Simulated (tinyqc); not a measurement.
# Bias-temperature instability, empirical power law with universal recovery: effects of single changes

Threshold-voltage shift at the end of a stress: dV = A (V/V0)^g exp[-(Ea q/kB)(1/T - 1/T0)] (t/1 s)^n. After a delay tr the permanent share pp stays and the rest falls by r = 1/(1 + B (tr/t)^be). An empirical model: its parameters are fits, not properties.

Inputs (values chosen for the exercise):
- V0 = 1.9 V (reference stress voltage)
- T0 = 398 K (reference temperature)
- A = 6.1 mV (shift after 1 s at V0 and T0)
- n = 0.14 (time exponent)
- g = 5.1 (voltage exponent)
- Ea = 0.08 eV (apparent activation energy of the shift)
- pp = 0.49 (permanent share)
- B = 3.8 (recovery scale)
- be = 0.19 (recovery dispersion)
- V = 0.83 V (use voltage)
- T = 378 K (use temperature)
- dc = 70 mV (failure criterion)
- ts = 10000 s (stress time)

Constants: q = 1.602176634e-19 C, kB = 1.380649e-23 J/K. Results are converted to the units shown.

Each table varies one quantity; the others keep the values above.

## Lifetime against voltage

The lifetime solves dV = dc; ten years are 3.15576e8 s.

Lifetime against voltage:
```
V (V)	shift after ten years (mV)	lifetime (years)
0.6	0.23363	4.8949e18
0.79	0.95030	2.1748e14
0.97	2.7071	1.2303e11
1.16	6.7406	1.8197e8
1.34	14.067	9.5032e5
1.53	27.662	7587.0
1.71	48.780	131.95
1.9	83.484	2.8413
```

What does the comparison show?

The shift goes as V^5.1 and the lifetime as V^(-36.4): 5 % more voltage adds 28.3 % to the shift and divides the lifetime by 5.91. 7 of the 8 rows pass ten years. For V = 0.6, 0.79, 0.97, 1.16, 1.34, 1.53 the lifetime is a formal extrapolation far beyond any test.

## Effect of the time exponent at a fixed measured point

Same model as above.

A is rescaled so that the shift at ts, V0 and T0 stays the same.

Effect of the time exponent at a fixed measured point:
```
nx	A (mV)	shift after ten years (mV)	lifetime (years)
0.1	8.817	0.8078	2.388e20
0.125	7.004	1.047	4.005e15
0.15	5.563	1.356	2.624e12
0.175	4.419	1.757	1.396e10
0.2	3.510	2.276	2.751e8
0.225	2.788	2.949	1.297e7
0.25	2.215	3.821	1.127e6
0.275	1.759	4.950	1.526e5
0.3	1.397	6.414	2.884e4
```

The ten-year shift rises from 0.808 to 6.41 mV and the lifetime falls from 2.39e20 to 28800 years: an error of 0.025 in the exponent changes the shift by a factor of 1.30 over the 4.50 decades from ts to ten years. In every row the lifetime is a formal extrapolation far beyond any test.

## Recovery after a stress

Same model as above.

At V0 and T0 after the stress time ts.

Recovery after a stress:
```
tr (s)	tr/ts	share left	shift (mV)
0.0097	9.700e-7	0.8904	19.72
0.13	1.300e-5	0.8422	18.65
1.8	1.800e-4	0.7834	17.35
24	0.002400	0.7210	15.97
320	0.03200	0.6614	14.65
4400	0.4400	0.6100	13.51
59000	5.900	0.5706	12.64
8e5	80.00	0.5424	12.01
```

What does the table show?

The shift falls from 19.7 to 12.0 mV over 7.9 decades of time, towards the permanent 10.9 mV. Half of the recoverable part is gone at tr/ts = B^(-1/be) = 8.88e-4.

Program tinyqc, `OMP_NUM_THREADS=1 python tinyqc.py 2070085 2070086 out.jsonl`; Intel Xeon 2.30GHz, shared host, one thread, about 0.01 s.
